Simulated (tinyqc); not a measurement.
Worked calculation: Luttinger-Kohn k.p, four valence bands. One step of it, computed by the program tinyqc.

Task: Levels at k. Diagonalise the Hermitian matrix.

H(k) at k (eV):
```
                      3/2                  1/2                 -1/2                 -3/2
3/2              0.166477   0.010315-0.001474i  -0.023282+0.014441i             0.000000
1/2    0.010315+0.001474i             0.139045             0.000000  -0.023282+0.014441i
-1/2  -0.023282-0.014441i             0.000000             0.139045  -0.010315+0.001474i
-3/2             0.000000  -0.023282-0.014441i  -0.010315-0.001474i             0.166477
```

Give: eigenvalues.

Result:

eigenvalues (eV): 0.120  0.120  0.185  0.185
